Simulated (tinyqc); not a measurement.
Strain, valley repopulation and piezoresistance in a many-valley conduction band: one step, computed by the program tinyqc.

Valleys are ellipsoids with mass m_l along the axis a and m_t across it, parabolic, with one constant relaxation time; strain shifts the valleys and leaves the masses alone. Currents are taken along [100], in the plane, and along [001], across the plane.

Task: Strain. Compliances S11 = (C11 + C12)/((C11 - C12)(C11 + 2 C12)), S12 = -C12/((C11 - C12)(C11 + 2 C12)), S44 = 1/C44; stress sigma_xx = sigma_yy = X, all else 0; e_xx = S11 sigma_xx + S12 (sigma_yy + sigma_zz), e_xy = S44 sigma_xy/2 (tensor strain).

Inputs (values chosen for the exercise, modelled on germanium):

| quantity | value | unit |
|---|---|---|
| C11 | 128 | GPa |
| C12 | 48 | GPa |
| C44 | 67.2 | GPa |
| stress X (tension positive) | -1900 | MPa |

Valley axes: <111> (4 valleys). Load: biaxial in the (001) plane.

Give: strain tensor.

Result:

strain tensor (%):
```
        x       y      z
x  -1.357   0.000  0.000
y   0.000  -1.357  0.000
z   0.000   0.000  1.018
```

Caution: strain near 1 % also warps the bands and changes masses and intervalley scattering, which this model leaves out.
